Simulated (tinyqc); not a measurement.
Dopant redistribution at a moving silicon-oxide interface during parabolic oxidation: one step, computed by the program tinyqc. Command: `OMP_NUM_THREADS=1 python tinyqc.py 3001989 3001990 out.jsonl segox walk`. One thread of a shared host (Intel(R) Xeon(R) Processor @ 2.30GHz), about 0.01 s of CPU time with the checks.

Uniformly doped silicon is oxidised with x_ox = sqrt(B t); the interface advances into the silicon by alpha x_ox, alpha = 0.44. The dopant does not move in the oxide, and at the interface C(silicon) = m C(oxide).

Task: Dose moved. Consumed silicon held alpha x_ox C_B; the oxide holds x_ox times the dopant concentration in the oxide; the difference is the excess in the silicon; 1 um = 1e-4 cm.

Inputs (values chosen for the exercise, modelled on boron in silicon under steam): oxidation activation energy E_B = 0.777 eV; bulk doping C_B = 5.8e+15 1/cm^3; temperature T = 950 C.

oxide thickness = 0.4022832 um

concentration in the oxide = 2.652327e+15 1/cm^3

Give: dopant in the consumed silicon; dopant in the oxide; excess in the silicon.

Result:

dopant in the consumed silicon = 1.027e+11 1/cm^2

dopant in the oxide = 1.067e+11 1/cm^2

excess in the silicon = -4.036e+09 1/cm^2

Caution: in this case the oxide is not much thicker than a typical Deal-Grove length A, so real growth is slower than parabolic. Caution: parabolic growth needs an oxide much thicker than the Deal-Grove length A, which fails for thin films and low temperatures; oxidation-enhanced or retarded diffusion is ignored.
